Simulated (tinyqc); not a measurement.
Reduced Fermi level from a carrier density: charge neutrality of a doped semiconductor with incomplete ionisation. Computed by tinyqc, a small Python program. Command: `OMP_NUM_THREADS=1 python tinyqc.py 3006023 3006024 out.jsonl dopant walk`. One thread of a shared host (Intel(R) Xeon(R) Processor @ 2.30GHz), about 0.03 s of CPU time with the checks.

Energies are counted from the top of the valence band; E_D is measured down from the conduction band and E_A up from the valence band.

Inputs (values chosen for the exercise, modelled on silicon):

| quantity | value | unit |
|---|---|---|
| gap at 0 K E_g0 | 1.17 | eV |
| Varshni alpha | 0.000459 | eV/K |
| Varshni beta | 637 | K |
| electron mass m_e | 0.326 | m_0 |
| valleys M_c | 6 | - |
| hole mass m_h | 0.84 | m_0 |
| temperature T | 77 | K |

Doping: n-type. Statistics of the bands: Fermi-Dirac.

ratios u of density to N: 0.0059  0.026  0.11  0.48  2.1  8.9  38

Constants: m_0 = 9.1093837015e-31 kg; k_B = 1.380649e-23 J/K; h = 6.62607015e-34 J s; k_B = 8.617333262e-05 eV/K.

Method:
- E_g = E_g0 - alpha T^2/(T + beta).
- N_c = 2 M_c (2 pi m_e k_B T/h^2)^(3/2) and N_v = 2 (2 pi m_h k_B T/h^2)^(3/2), masses in units of m_0.
- n_i = sqrt(N_c N_v) exp(-E_g/(2 k_B T)); E_i = E_g/2 + (k_B T/2) ln(N_v/N_c).
- F_1/2(eta) = (2/sqrt(pi)) int_0^infinity sqrt(x)/(1 + exp(x - eta)) dx, by the trapezoid rule in t = sqrt(x) with step 0.02 up to t = 12 (for eta < -12 by exp(eta) - exp(2 eta)/2^(3/2)).
- For u = density/N of the majority band, eta solves F_1/2(eta) = u (bisection). Boltzmann: ln u. Joyce-Dixon: ln u + u/sqrt(8) - 4.95009e-3 u^2 + 1.48386e-4 u^3 - 4.42563e-6 u^4. Degenerate limit: (3 sqrt(pi) u/4)^(2/3). The last column is (eta - ln u) k_B T.

N_c = 3.64421e+18 cm^-3

k_B T = 0.00663535 eV

Eta by four rules:

| u | density (cm^-3) | exact | Boltzmann | Joyce-Dixon | degenerate | Boltzmann error (meV) |
|---|---|---|---|---|---|---|
| 0.0059 | 2.1501e+16 | -5.131 | -5.1328 | -5.1307 | 3.9475e-02 | 1.3840e-02 |
| 0.026 | 9.4750e+16 | -3.640 | -3.6497 | -3.6405 | 1.0611e-01 | 6.0972e-02 |
| 0.11 | 4.0086e+17 | -2.168 | -2.2073 | -2.1684 | 2.7756e-01 | 2.5766e-01 |
| 0.48 | 1.7492e+18 | -0.565 | -0.7340 | -0.5654 | 7.4117e-01 | 1.1186e+00 |
| 2.1 | 7.6528e+18 | 1.464 | 0.7419 | 1.4639 | 1.9826e+00 | 4.7902e+00 |
| 8.9 | 3.2434e+19 | 5.023 | 2.1861 | 5.0174 | 5.1922e+00 | 1.8821e+01 |
| 38 | 1.3848e+20 | 13.604 | 3.6376 | 8.8389 | 1.3665e+01 | 6.6133e+01 |

What does the comparison show, and why?

Boltzmann statistics place E_F within 1 meV of the exact value up to u = 0.110 of those listed and miss by 66.1 meV at u = 38. Joyce-Dixon stays within 0.01 in eta up to u = 8.90; the degenerate limit is still 0.45 % high at the last u. Past u of about 10 the Joyce-Dixon series fails. A parabolic band is assumed throughout.
